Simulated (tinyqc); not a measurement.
# Nanowire ballistic transistor, top-of-the-barrier model, step by step

tinyqc, about 0.03 s, one thread, Intel Xeon 2.30GHz (shared host): `OMP_NUM_THREADS=1 python tinyqc.py 2400006 2400007 out.jsonl` Printed values are rounded.

At the top of the source barrier, states moving towards the drain are filled by the source (Fermi level 0) and states moving back by the drain (Fermi level -q Vd); nothing scatters. U is the shift of the band edge there, set by the capacitances CG, CD and CS (the total) and by the charge. Parabolic one-dimensional subband; the source is grounded.

Parameters, values chosen for the exercise; mass and valleys close to those of gallium arsenide:
```
symbol,value,unit,meaning
T,200,K,temperature
m,0.0677,m0,effective mass
gv,1,,valley degeneracy
eox,22,,relative permittivity of the gate insulator
tox,1.3,nm,insulator thickness
d,8,nm,wire diameter
aG,0.83,,gate control CG/CS
aD,0.024,,drain control CD/CS
E0,0.4,eV,band edge at the barrier top above the source Fermi level at zero bias
Vg,0.8,V,gate voltage
Vd,0.05,V,drain voltage
```

Constants: q = 1.602176634e-19 C, kB = 1.380649e-23 J/K, hbar = 1.054571817e-34 J s, h = 6.62607015e-34 J s, m0 = 9.1093837015e-31 kg, Vt = kB T/q, eps0 = 8.8541878128e-14 F/cm where lengths are in cm. Results are converted to the units shown.

## Density of states, capacitances and charge at zero bias

N0 = gv sqrt(2 m kB T/pi)/hbar, CG = 2 pi eps0 eox/ln(1 + 2 tox/d), CS = CG/aG, n0 = n at U = 0 and Vd = 0. eta1 = -(E0 + U)/Vt, eta2 = eta1 - Vd/Vt, n = (N0/2)[F_(-1/2)(eta1) + F_(-1/2)(eta2)], F_(-1/2)(x) = (1/sqrt(pi)) int_0^infinity u^(-1/2)/(1 + exp(u - x)) du. UL = -(aG Vg + aD Vd).

N0 = 9.873233e5 cm^-1
CG = 43.49186 pF/cm
CS = 52.39983 pF/cm
n0 = 8.220590e-5 cm^-1
UL = -0.6652 eV

## Iteration 1: self-consistent potential at the barrier top

U at the start (U = UL) = -0.6652 eV

eta1 = -(E0 + U)/Vt, eta2 = eta1 - Vd/Vt, n = (N0/2)[F_(-1/2)(eta1) + F_(-1/2)(eta2)], F_(-1/2)(x) = (1/sqrt(pi)) int_0^infinity u^(-1/2)/(1 + exp(u - x)) du. U(out) = UL + q (n - n0)/CS. U(new) = U(out).

eta1 = 15.38759
eta2 = 12.48646
n = 4.144224e6 cm^-1
U(out) = -0.6525286 eV
U after iteration 1 = -0.6525286 eV

## Iteration 2: self-consistent potential at the barrier top

As before.

eta1 = 14.65237
eta2 = 11.75124
n = 4.031710e6 cm^-1
U(out) = -0.6528726 eV
U after iteration 2 = -0.6528726 eV

## Course of the iteration: self-consistent potential at the barrier top

Stop when U changes by less than 1e-9 eV, or after 90 iterations.

Course of the iteration:
```
iteration      U (eV)  |change| (eV)
1          -0.6525286         0.0127
2          -0.6528726        3.44e-4
3          -0.6528632        9.47e-6
4          -0.6528634        2.61e-7
5          -0.6528634        7.17e-9
6          -0.6528634       1.97e-10
```

Converged in 6 iterations. At the end each change is about 0.028 times the one before, with alternating sign: linear convergence.

## Current, mean velocity and share of the gate voltage

converged U = -0.6528634 eV

N0 = gv sqrt(2 m kB T/pi)/hbar, CG = 2 pi eps0 eox/ln(1 + 2 tox/d), CS = CG/aG, n0 = n at U = 0 and Vd = 0. eta1 = -(E0 + U)/Vt, eta2 = eta1 - Vd/Vt, n = (N0/2)[F_(-1/2)(eta1) + F_(-1/2)(eta2)], F_(-1/2)(x) = (1/sqrt(pi)) int_0^infinity u^(-1/2)/(1 + exp(u - x)) du. I = gv (2 q^2/h) Vt [ln(1 + exp eta1) - ln(1 + exp eta2)]. Mean velocity I/(q n). CQ = (q/Vt) dn/d(eta1); the band edge follows the gate as -dU/dVg = aG/(1 + CQ/CS).

eta1 = 14.67179
n = 4.034725e6 cm^-1
I = 3.874036 uA
mean velocity = 5.992932e6 cm/s
CQ = 1.442076 pF/cm
-dU/dVg = 0.8077697 eV/V

The carriers from the source are degenerate (eta1 = 14.7), and the mean velocity is 0.355 times vT = sqrt(2 kB T/(pi m)) = 1.69e7 cm/s. The drain fills a good part of the returning states, which lowers the mean.
